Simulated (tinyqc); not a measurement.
Born-Mayer model of an ionic crystal AB: one step, computed by the program tinyqc.

Energies are per ion pair and r is the nearest distance of unlike ions.

Question. Terms of the lattice energy. Madelung constant M, unlike neighbours z1, like neighbours z2 at f r, volume per pair: rock salt 1.747565, 6, 12, sqrt2, 2 r^3; caesium chloride 1.762675, 8, 6, 2/sqrt3, 8 r^3/(3 sqrt3); zinc blende 1.638055, 4, 12, sqrt(8/3), 16 r^3/(3 sqrt3). U(r) = -M z^2 e^2/(4 pi eps_0 r) + z1 lambda exp(-r/rho) + z2 [lambda2 exp(-f r/rho) - C/(f r)^6] (one mean like-ion term for both sublattices).

Inputs (values chosen for the exercise, for a model salt):
```
quantity                        value           unit
ionic charge z                      2              -
unlike repulsion lambda           801             eV
range rho                       0.316       angstrom
like repulsion lambda2           1580             eV
dispersion C between like ions     32  eV angstrom^6
```

Structure: zinc blende. Short range: with like-ion terms.

equilibrium distance r0 = 1.939336 angstrom

Constants: e^2/(4 pi eps_0) = 14.39964548 eV angstrom.

Give: terms; lattice energy U.

Answer.

terms (eV): Coulomb -48.65, unlike repulsion 6.92, like repulsion 0.84, dispersion -0.38

lattice energy U = -41.26 eV per pair

The short-range terms together cancel 15.2 % of the Coulomb energy.
